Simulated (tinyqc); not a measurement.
Tight binding, dimerised chain, step by step. One step of it, computed by the program tinyqc.

Question. Bloch Hamiltonian at X. H_AA = +delta, H_BB = -delta, H_AB = -t1 - t2 exp(-i k a).

Parameters chosen for this model:

| parameter | value | unit |
|---|---|---|
| t1 | 1.910000 | eV, inside the cell |
| t2 | 1.100000 | eV, between cells |
| delta | 0 | eV, +/- on the two sites |

k point X (2 pi / a): 0.500000

Give: H(k) at X.

Answer.

H(k) at X (eV):
```
         A        B
A   0.0000  -0.8100
B  -0.8100   0.0000
```
